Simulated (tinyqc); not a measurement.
Two-junction solar cell, detailed-balance limit: one step of the calculation.

The top cell takes all photons above E1, the bottom cell those between E2 and E1. Each cell follows J = Jsc - J0 (exp(V/Vt) - 1) with J0 = q ge Phi(gap, T)/ERE; light emitted by one cell and absorbed by the other is left out. In series both carry one current; wired apart (four terminals) each works at its own maximum power point. Efficiencies are counted against Pin = fs X sigma Ts^4.

Task. Maximum power, in series and apart. In series V(J) = Vt [ln((J1 - J)/J01 + 1) + ln((J2 - J)/J02 + 1)], and J V(J) is largest where V = J Vt [1/(J1 - J + J01) + 1/(J2 - J + J02)]. Apart, each cell has (1 + v) exp(v) = 1 + Jsc/J0 at its maximum power point, v = Vmp/Vt.

Inputs (values chosen for the exercise):

| symbol | value | unit | meaning |
|---|---|---|---|
| T | 320 | K | cell temperature |

Constants: q = 1.602176634e-19 C, kB = 1.380649e-23 J/K, Vt = kB T/q. Results are converted to the units shown.

J1 = 17.144527 mA/cm^2
J2 = 23.434074 mA/cm^2
J01 = 9.0671902e-24 mA/cm^2
J02 = 7.8267761e-13 mA/cm^2
Pin = 112.07694 mW/cm^2

Find: series Jmp; series Vmp; series efficiency; top cell alone; bottom cell behind it.

Result.

series Jmp = 16.929 mA/cm^2
series Vmp = 2.2411 V
series efficiency = 33.851 %
top cell alone = 21.492 %
bottom cell behind it = 15.400 %

Wired apart the cells give 36.89 %; the series connection loses 3.0 points of that.

Numbers from tinyqc (`OMP_NUM_THREADS=1 python tinyqc.py 2820027 2820028 out.jsonl`; about 0.01 s on one thread of a shared Intel Xeon 2.30GHz).
